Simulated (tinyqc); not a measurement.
Inside a calculation. Method: CIS on RHF in the sto-3g basis, for BeH2, spin multiplicity 1. One step of it, computed by the program tinyqc.

Problem. CIS singlet states. Diagonalise A (1 hartree = 27.211386 eV); each vector has its largest component positive (the first on a tie). The transition dipole is mu = sqrt2 sum c_ia <i|r|a>.

CIS matrix A, singlet (hartree), lower triangle:
```
,1>4,1>5,1>6,1>7,2>4,2>5,2>6,2>7,3>4,3>5,3>6,3>7
1>4,4.188022
1>5,0.000000,4.189119
1>6,-0.012335,0.000000,4.585060
1>7,0.000000,0.000000,0.000000,5.019943
2>4,0.038881,0.000000,0.004558,0.000000,0.404971
2>5,0.000000,0.039374,0.000000,0.000000,0.000000,0.406563
2>6,0.004243,0.000000,0.000491,0.000000,-0.005836,0.000000,0.723377
2>7,0.000000,0.000000,0.000000,0.022961,0.000000,0.000000,0.000000,1.191482
3>4,0.000000,0.000000,0.000000,0.001118,0.000000,0.000000,0.000000,0.003956,0.312601
3>5,0.000000,0.000000,0.000000,0.000000,0.000000,0.000000,0.000000,0.000000,0.000000,0.313656
3>6,0.000000,0.000000,0.000000,-0.018031,0.000000,0.000000,0.000000,-0.020748,-0.010384,0.000000,0.692276
3>7,0.000761,0.000000,-0.017928,0.000000,-0.003255,0.000000,-0.001681,0.000000,0.000000,0.000000,0.000000,1.186496
```

dipole integrals <i|r|a> (bohr):
```
,x,y,z
1>4,0.000000,0.000000,0.151322
1>5,0.152411,0.000000,0.000000
1>6,0.000000,0.000000,0.018031
1>7,0.000000,0.132340,0.000000
2>4,0.000000,0.000000,0.963737
2>5,0.966905,0.000000,0.000000
2>6,0.000000,0.000000,0.048463
2>7,0.000000,-0.536232,0.000000
3>4,0.000000,0.041448,0.000000
3>5,0.000000,0.000000,0.000000
3>6,0.000000,-1.042729,0.000000
3>7,0.000000,0.000000,-0.148137
```

Give: singlet excitation energies; lowest vectors; oscillator strengths 2/3 w |mu|^2.

Solution.

singlet excitation energies (eV): 8.4982  8.5350  11.0055  11.0520  18.8200  19.6868  32.2841  32.4419  113.9626  114.0029  124.7789  136.6054

lowest vectors:
```
,state 1,state 2,state 3,state 4,state 5,state 6
1>4,0.0000,0.0000,-0.0103,0.0000,0.0000,-0.0010
1>5,0.0000,0.0000,0.0000,-0.0104,0.0000,0.0000
1>6,0.0000,0.0000,-0.0011,0.0000,0.0000,-0.0001
1>7,-0.0001,0.0000,0.0000,0.0000,0.0039,0.0000
2>4,0.0000,0.0000,0.9998,0.0000,0.0000,-0.0185
2>5,0.0000,0.0000,0.0000,0.9999,0.0000,0.0000
2>6,0.0000,0.0000,0.0185,0.0000,0.0000,0.9998
2>7,-0.0039,0.0000,0.0000,0.0000,0.0415,0.0000
3>4,0.9996,0.0000,0.0000,0.0000,-0.0269,0.0000
3>5,0.0000,1.0000,0.0000,0.0000,0.0000,0.0000
3>6,0.0271,0.0000,0.0000,0.0000,0.9988,0.0000
3>7,0.0000,0.0000,0.0042,0.0000,0.0000,0.0035
```

oscillator strengths 2/3 w |mu|^2: 0.0001  0.0000  0.4993  0.5046  1.0445  0.0009
